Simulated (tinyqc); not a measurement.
## Four-point probe at the centre of a round wafer

Four collinear probes with spacing s at the centre of a thin disc of diameter d with an insulating edge: Rs = C V/I, C = pi/{ln 2 + ln[((d/s)^2 + 3)/((d/s)^2 - 3)]}; C tends to pi/ln 2 = 4.5324. x = d/s.

Values chosen for this exercise: sheet density of the layer ns = 6.2e11 cm^-2; drift mobility mu = 180 cm^2/(V s); current I = 50 uA.

Constants: q = 1.602176634e-19 C. Results are converted to the units shown.

Results:
```
x        C  C over its limit  V for Rs = 1/(q ns mu) (mV)
3.5  2.633            0.5810                         1062
4    2.929            0.6462                        954.8
5    3.362            0.7419                        831.6
10   4.171            0.9203                        670.4
15   4.364            0.9630                        640.7
20   4.436            0.9788                        630.3
40   4.508            0.9946                        620.3
100  4.528            0.9991                        617.5
```

Estimate the missing row, x = 7.5.

Computed row:
```
x        C  C over its limit  V for Rs = 1/(q ns mu) (mV)
7.5  3.927            0.8665                        712.0
```

With this row back in the table: C rises from 2.633 to 4.528. Using 4.5324 overstates Rs by 72.1 % in the first row and by under 1 % from d/s = 40 on among the rows.

Numbers from tinyqc (`OMP_NUM_THREADS=1 python tinyqc.py 2850193 2850194 out.jsonl`; about 0.01 s on one thread of a shared Intel Xeon 2.30GHz).
